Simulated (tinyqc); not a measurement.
Inside a calculation. Method: inverse iteration on a symmetric matrix. One step of it, computed by the program tinyqc.

Question. Step 2. solve (A - shift) w = v; v' = w/|w| with its largest component positive (the first on a tie); lambda = v'^T A v'.

A:
```
          1          2          3         4
1  0.487000   0.154000   0.337000  0.272000
2  0.154000   2.423000  -0.575000  0.177000
3  0.337000  -0.575000   3.301000  0.339000
4  0.272000   0.177000   0.339000  3.425000
```

vector after step 1: -0.128432  0.833854  0.529641  0.087597

shift = 1.500000

Give: vector after step 2; Rayleigh quotient after step 2.

Answer.

vector after step 2: 0.3070  0.8327  0.4299  -0.1662

Rayleigh quotient after step 2 = 2.0613
